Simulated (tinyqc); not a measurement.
On-chip interconnect, size-dependent resistivity and RC delay: two metals against line width.

A rectangular line between two neighbours and two ground planes. Surface and grain-boundary scattering are added to the bulk resistivity as corrections; capacitances are parallel-plate values without fringing; inductance is ignored.

Metal width x = wd - 2 tl, height y = AR wd - tl; grain boundaries (Mayadas-Shatzkes): al = (lam/(gr x)) Rg/(1 - Rg), g = 1/[1 - 3 al/2 + 3 al^2 - 3 al^3 ln(1 + 1/al)] - 1; surfaces (Fuchs-Sondheimer, thick limit): s = (3/8) lam (1 - ps)(1/x + 1/y); rho = rho0 (1 + g + s); r = rho/(x y). The second metal has rho2, lam2 and tl2 in place of rho0, lam and tl; ps, Rg, gr and AR are shared.

Inputs (values chosen for the exercise); metal values close to those of copper:
```
symbol  value     unit                                                   meaning
rho0      1.7  uohm cm                                          bulk resistivity
lam      40.6       nm                                       bulk mean free path
ps          0                               specular share of surface scattering
Rg        0.6                         reflection coefficient of grain boundaries
gr          2                                    grain size over the metal width
AR        1.8                                    aspect ratio, height over width
tl        1.2       nm        liner on both walls and the bottom, not conducting
sp         19       nm                           space to the neighbouring lines
hd         22       nm           dielectric height to the planes above and below
ek          3                            relative permittivity of the dielectric
Mf          0                                    Miller factor of the neighbours
rho2     5.35  uohm cm  bulk resistivity of the second metal (close to tungsten)
lam2     15.8       nm                        mean free path of the second metal
tl2       0.5       nm                                 liner of the second metal
```

Constants: eps0 = 8.8541878128e-12 F/m. Results are converted to the units shown.

Two metals against line width:

| wd (nm) | rho, first (uohm cm) | rho, second (uohm cm) | r, first (ohm/um) | r, second (ohm/um) | ratio second/first |
|---|---|---|---|---|---|
| 5 | 41.628 | 38.440 | 20526 | 11306 | 0.55080 |
| 6.5 | 27.418 | 29.601 | 6368.8 | 4805.3 | 0.75450 |
| 8 | 20.711 | 24.509 | 2801.8 | 2518.9 | 0.89901 |
| 10 | 15.828 | 20.333 | 1239.7 | 1291.0 | 1.0414 |
| 13 | 11.915 | 16.657 | 506.33 | 606.14 | 1.1971 |
| 17 | 9.1715 | 13.882 | 213.67 | 288.24 | 1.3490 |
| 22 | 7.3014 | 11.887 | 97.010 | 144.77 | 1.4923 |
| 30 | 5.7066 | 10.115 | 39.159 | 65.196 | 1.6649 |
| 45 | 4.3193 | 8.5163 | 12.706 | 24.044 | 1.8924 |
| 70 | 3.3662 | 7.3854 | 3.9901 | 8.5286 | 2.1375 |
| 120 | 2.6681 | 6.5399 | 1.0563 | 2.5502 | 2.4144 |

What does the table show?

The resistivity of the first metal falls from 41.6 to 2.67 uohm cm and that of the second goes from 38.4 to 6.54 uohm cm as the line widens. The products rho0 lam, which set the size effect, are 69.0 and 84.5 uohm cm nm. The two resistances cross at wd = 9.35 nm: below it the second metal gives the lower line resistance. For widths well under the mean free path the thick-limit surface term is only a guide.

Range of the model: The metal width is under the mean free path, where the thick-limit surface term and the simple sum of corrections lose accuracy.

Numbers from tinyqc (`OMP_NUM_THREADS=1 python tinyqc.py 2100062 2100063 out.jsonl`; about 0.01 s on one thread of a shared Intel Xeon 2.30GHz).
